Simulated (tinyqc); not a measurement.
Worked calculation: a particle near a wafer in liquid: double-layer and van der Waals forces (DLVO), deposition barrier and removal. Computed by tinyqc, a small Python program that keeps every step. Command: `OMP_NUM_THREADS=1 python tinyqc.py 3111979 3111980 out.jsonl dlvo walk`. One thread of a shared host (Intel(R) Xeon(R) Processor @ 2.30GHz), about 0.01 s of CPU time with the checks. Intermediate numbers are printed to about 5 digits and carried at full precision; extremes and crossings named in words are read from the listed rows.

Sphere and flat wall, Derjaguin approximation, constant potentials in the linear-superposition form, no retardation and no hydration force.

Inputs (values chosen for the exercise, of the order of those for silica on silicon in water): particle radius R = 25 nm; Hamaker constant A = 1.4e-20 J; potential of the particle psi_1 = -18 mV; potential of the wafer psi_2 = -34 mV; salt concentration c = 0.0012 mol/L; valence z of the symmetric salt = 1; temperature T = 293 K; dielectric constant of the liquid = 80.2; gap h = 13 nm; contact distance h0 = 0.4 nm; contact radius over R = 0.18; viscosity = 0.45 mPa s.

Constants: e = 1.602176634e-19 C; N_A = 6.02214076e+23 1/mol; eps_0 = 8.8541878128e-12 F/m; k_B = 1.380649e-23 J/K; k_B = 8.617333262e-05 eV/K.

## Screening

kappa^2 = 2 z^2 e^2 N_A (1000 c)/(eps eps_0 k_B T); gamma_i = tanh(z e psi_i/(4 k_B T)); Z = 64 pi eps eps_0 (k_B T/(z e))^2 gamma_1 gamma_2.

kappa = 0.11365 1/nm

Debye length = 8.7992 nm

gamma_1 = -0.17636

gamma_2 = -0.32448

Z = 5.2088 pN

kappa R = 2.8412

Like signs: the double layers repel. Caution: kappa R is not large, so the Derjaguin approximation is only rough at gaps of the order of the Debye length.

## Energy and force at one gap

U(h) = Z R exp(-kappa h) - A R/(6 h); F(h) = -dU/dh = kappa Z R exp(-kappa h) - A R/(6 h^2), positive for repulsion.

double-layer energy = 7.3468 k_B T

van der Waals energy = -1.1092 k_B T

U(h) = 6.2375 k_B T

F(h) = 3.0324 pN

## The curve

The formulas are those given above.

Against the gap:
```
h (nm)  kappa h    U (k_B T)       F (pN)
0.4      0.0455  -5.2905e+00  -3.5044e+02
0.6      0.0682   6.0350e+00  -1.4821e+02
1.0      0.1136   1.4312e+01  -4.5124e+01
1.5      0.1705   1.7532e+01  -1.3447e+01
2.5      0.2841   1.8461e+01   1.8055e+00
4.0      0.4546   1.6826e+01   5.7472e+00
7.0      0.7955   1.2469e+01   5.4889e+00
12.0     1.3638   7.0293e+00   3.3790e+00
20.0     2.2729   2.5949e+00   1.3786e+00
40.0     4.5458  -1.8924e-02   1.2058e-01
```

Caution: in rows where h is not small against R, A R/(6 h) overstates the van der Waals term. Caution: in rows with kappa h below 1 linear superposition is only rough.

## Barrier and secondary minimum

F = 0 reads x^2 exp(-x) = y with x = kappa h and y = A kappa/(6 Z); the left side peaks at x = 2 with 4/e^2 = 0.5413, so roots exist for smaller y: x < 2 is the barrier, x > 2 the secondary minimum.

y = 0.050909

position of the barrier = 2.2571 nm

barrier height = 18.518 k_B T

position of the secondary minimum = 59.979 nm

energy at the secondary minimum = -0.20515 k_B T

A barrier above 15 k_B T practically stops deposition.

## Critical salt concentration

The barrier height is zero when U = 0 and F = 0 together: kappa h = 1 and kappa = 6 Z/(e A), e = 2.718282 here; c follows from kappa^2, with the potentials held fixed.

critical kappa = 0.82123 1/nm

critical concentration = 0.062661 mol/L

## Adding salt

kappa scales as sqrt(c); potentials are held fixed. A dash marks rows without a maximum.

Against the concentration:
```
c (mol/L)  Debye length (nm)  barrier at (nm)  barrier (k_B T)  minimum at (nm)  minimum (k_B T)
6.27e-06              121.73           7.6193           28.345       1.2492e+03      -1.0419e-02
6.27e-05               38.49           4.3967           25.436       3.3891e+02      -3.7716e-02
6.27e-04               12.17           2.5982           20.453       8.8495e+01      -1.4053e-01
3.13e-03                5.45           1.8516           15.128       3.3356e+01      -3.6170e-01
1.25e-02                2.73           1.4388            8.968       1.3744e+01      -8.4104e-01
3.13e-02                1.72           1.2701            4.048       7.2927e+00      -1.5102e+00
5.64e-02                1.28           1.2193            0.623       4.6623e+00      -2.2415e+00
9.40e-02                0.99           1.2536           -2.380       2.9659e+00      -3.2322e+00
1.88e-01                0.70                -                -                -                -
```

At low salt the barrier tends to Z R = 32.2 k_B T; it is half of that between 6.3e-4 and 0.0031 mol/L and changes sign at 0.063 mol/L, while the secondary minimum deepens to -2.2 k_B T at 0.9 of that.

## Removing an attached particle

Adhesion F_a = A R/(6 h0^2) [1 + a^2/(R h0)] - kappa Z R exp(-kappa h0), a the contact radius. Drag in a shear flow F_d = 1.7 x 6 pi mu R^2 G, acting at 1.4 R; rolling starts when 1.4 R F_d = a F_a. Wall shear stress = mu G.

van der Waals adhesion = 1102.9 pN

net adhesion F_a = 1088.7 pN

wall shear stress for rolling = 6989.3 Pa

shear rate G = 1.5532e+07 1/s

Checks made by the program: force against a difference of U (relative difference below 1e-10).
